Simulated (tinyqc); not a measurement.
Ballistic Schottky-barrier transistor with a two-dimensional channel, WKB contacts: one step of the calculation.

Source Fermi level 0, drain Fermi level -Vd. Far from the contacts Ec = pn - psi, and the gate moves psi one to one; the band edges relax as exp(-x/lam) from pn at the source and pn - Vd at the drain; Ev = Ec - Eg. A carrier of energy w inside the channel band meets at a contact a barrier of height D (the contact edge beyond the channel edge): T = 1 for w >= D, else exp(-S), S = 4 lam sqrt(m/C) [sqrt(D - w) - sqrt(w) arctan sqrt((D - w)/w)], C = hbar^2/(2 m0). The two contacts combine as Ts Td/(Ts + Td - Ts Td).

Question. Current of the holes on a coarse grid. I/W = g (2 q^2/h) int T(w) [N(Es + w) - N(Ed + w)] dw with w the energy of motion along the channel, N(y) = (1/2 pi) sqrt(pi m kB T/C) Fm(-y/kB T), Fm(x) = (1/sqrt(pi)) int_0^infinity u^(-1/2)/(1 + exp(u - x)) du. Electrons: Ds = psi, Dd = psi - Vd, Es = Ec, Ed = Ec + Vd. Holes: Ds = -psi, Dd = Vd - psi, Es = -Ev, Ed = -Ev - Vd. The size of each current is taken; both flow from drain to source and add. Simpson's rule on nE equally spaced w from 0 to wm.

Values chosen for this exercise; channel values close to those of a molybdenum disulphide layer:
```
symbol  value  unit                                    meaning
T         300     K                                temperature
Eg        1.7    eV                                   band gap
pn       0.17    eV     barrier for electrons at both contacts
mp       0.58    m0                                  hole mass
g           2                              valleys or subbands
lam       3.6    nm           screening length at the contacts
Vd       0.05     V                                 drain bias
ps       -1.4     V  band shift psi of the channel by the gate
wm        1.6    eV                      upper end of the grid
nE         17                               points of the grid
```

Constants: q = 1.602176634e-19 C, kB = 1.380649e-23 J/K, hbar = 1.054571817e-34 J s, h = 6.62607015e-34 J s, m0 = 9.1093837015e-31 kg, Vt = kB T/q, hbar^2/(2 m0) = 0.0380998212 eV nm^2. Results are converted to the units shown.

Find: w; Ts; Td; T; size of the supply difference; current.

Answer.

```
point  w (eV)          Ts          Td           T  size of the supply difference (1/um)
0      0.0000  1.3455e-29  4.1483e-30  3.1707e-30                                6.6149
1      0.1000  1.6292e-18  5.2385e-19  3.9639e-19                               0.14318
2      0.2000  1.5203e-14  5.1064e-15  3.8225e-15                             0.0029942
3      0.3000  9.3250e-12  3.2779e-12  2.4253e-12                             6.2570e-5
4      0.4000   1.3724e-9  5.0593e-10  3.6966e-10                             1.3075e-6
5      0.5000   7.9867e-8   3.0950e-8   2.2306e-8                             2.7322e-8
6      0.6000   2.3695e-6   9.6791e-7   6.8720e-7                            5.7094e-10
7      0.7000   4.1583e-5   1.7965e-5   1.2545e-5                            1.1931e-11
8      0.8000   4.7436e-4   2.1762e-4   1.4920e-4                            2.4931e-13
9      0.9000   0.0037434   0.0018329   0.0012320                            5.2097e-15
10     1.0000    0.021294    0.011200   0.0073940                            1.0886e-16
11     1.1000    0.089502    0.051037    0.033595                            2.2749e-18
12     1.2000     0.28054     0.17583     0.12118                            4.7537e-20
13     1.3000     0.64686     0.45686     0.36566                            9.9336e-22
14     1.4000      1.0000     0.86378     0.86378                            2.0758e-23
15     1.5000      1.0000      1.0000      1.0000                            4.3376e-25
16     1.6000      1.0000      1.0000      1.0000                            9.0642e-27
```

current = 2.8513e-14 uA/um

Range of the model: No scattering, image-force lowering, channel charge or band-to-band tunnelling; parabolic kappa overstates S deep in the gap.

Computed by the program tinyqc: `OMP_NUM_THREADS=1 python tinyqc.py 2390009 2390010 out.jsonl`, one thread of a shared Intel Xeon 2.30GHz, about 0.1 s for the whole run.
